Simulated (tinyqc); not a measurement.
Inside a calculation. Model: Tersoff bond-order potential. Computed by tinyqc, a small Python program that keeps every step. Command: `OMP_NUM_THREADS=1 python tinyqc.py 3027251 3027252 out.jsonl tersoff walk`. One thread of a shared host (Intel(R) Xeon(R) Processor @ 2.30GHz), about 0.01 s of CPU time with the checks. Intermediate numbers are printed to about 6 digits and carried at full precision; extremes and crossings named in words are read from the listed rows.

E = (1/2) sum_(i, j != i) [A exp(-lambda r_ij) - b_ij B exp(-mu r_ij)], b_ij = (1 + (beta zeta_ij)^n)^(-1/(2n)), zeta_ij = sum_(k != i, j) g(theta_ijk), g = 1 + c^2/d^2 - c^2/(d^2 + (h - cos theta)^2), with theta at atom i. Only nearest neighbours count (cut-off function 1 for them, 0 beyond).

Inputs (values chosen for the exercise, modelled on silicon): A = 1814 eV; B = 471.88 eV; lambda = 2.4799 1/angstrom; mu = 1.7322 1/angstrom; beta = 1.07e-06; n = 0.7848; c = 99610; d = 15.98; h = -0.622; bond length r_12 = 2.48 angstrom; bond length r_13 = 2.44 angstrom; angle theta at atom 1 = 147 degrees.

Constants: 1 eV/angstrom^3 = 160.2176634 GPa.

## An open trimer

Atom 1 binds atoms 2 and 3, which do not interact. b_12 = b_13 follow from zeta = g(theta); b_21 = b_31 = 1. E = sum over the two bonds of A exp(-lambda r) - (b + 1)/2 B exp(-mu r).

g(theta) = 7142.98

bond order b_12 = 0.986344

repulsive terms (eV): [3.86955, 4.27307]

attractive terms B exp(-mu r) (eV): [6.42932, 6.89059]

energy of the trimer = -5.08634 eV

g is least (g = 1) at cos theta = h, 128.5 degrees, wider than the tetrahedral 109.47.

## The diamond lattice

zeta = 3 g(cos theta = -1/3). With z equal bonds of order b, r = ln(lambda A/(mu b B))/(lambda - mu) and E per atom = -(z/2) b B exp(-mu r)(1 - mu/lambda). a0 = 4 r/sqrt3; B0 = phi''(r)/(3 a0) with phi'' = mu (lambda - mu) b B exp(-mu r), since b does not change under uniform scaling.

zeta = 38028.2

bond order b = 0.951564

bond length = 2.34725 angstrom

energy per atom of the diamond lattice = -4.64292 eV

lattice constant a0 = 5.42074 angstrom

bulk modulus B0 = 98.2480 GPa

## Elastic constants of the diamond lattice

Second derivatives of the energy per atom, volume V = a0^3/8: e_xx gives C11; e_xx = -e_yy gives 2 (C11 - C12); e_xy = e_yx = s/2 with a sublattice shift u_z gives C44 = (E_ss - E_su^2/E_uu)/V and Kleinman's parameter |E_su/E_uu|/(a0/4).

C11 = 142.216 GPa

C12 = 76.2641 GPa

C44 = 69.8415 GPa

Kleinman's parameter = 0.681426

## Unrelaxed vacancy

Each of the four neighbours loses one bond; its three other bonds now have zeta = 2 g, for the direction that starts at it. E_v = -E + 12 x (1/2)(b(3g) - b(2g)) B exp(-mu r), where -E is the pair-like cost.

b(2g) = 0.964162

unrelaxed vacancy energy E_v = 4.03128 eV

Stronger back bonds return 0.612 eV, so E_v is 87 % of the cohesive energy.

## Energy against coordination

Angles seen from one bond (cos theta: count): chain -1: 1; graphitic -1/2: 2; diamond -1/3: 3; square net 0: 2, -1: 1; simple cubic 0: 4, -1: 1; bcc 1/3: 3, -1/3: 3, -1: 1; fcc 1/2: 4, 0: 2, -1/2: 4, -1: 1.

Relaxed structures:
```
structure      z    zeta        b  r (angstrom)  E per atom (eV)  E per bond (eV)
dimer          1       0  1.00000       2.28085         -1.36851         -2.73701
chain          2   21730  0.96808       2.32424         -2.45781         -2.45781
graphitic      3    4531  0.99040       2.29376         -3.97618         -2.65079
diamond        4   38028  0.95156       2.34725         -4.64292         -2.32146
square net     4  139290  0.87895       2.45342         -3.56816         -1.78408
simple cubic   6  256850  0.82098       2.54466         -4.26844         -1.42281
bcc            8  474888  0.74485       2.67482         -4.12118         -1.03030
fcc           12  910802  0.64714       2.86290         -3.87756         -0.64626
```

The lowest are diamond, simple cubic and bcc, the first two 0.374 eV apart. The bond order falls from 1 to 0.647 and the bond weakens from -2.74 to -0.65 eV, as b^(lambda/(lambda - mu)) with exponent 3.32. With the same z = 4 the square net lies 1.07 eV above diamond, from its angles alone. Caution: in bcc and other dense structures second neighbours can fall inside the usual cut-off; they are left out here.

Checks made by the program: (C11 + 2 C12)/3 against B0 (relative difference 2e-09).
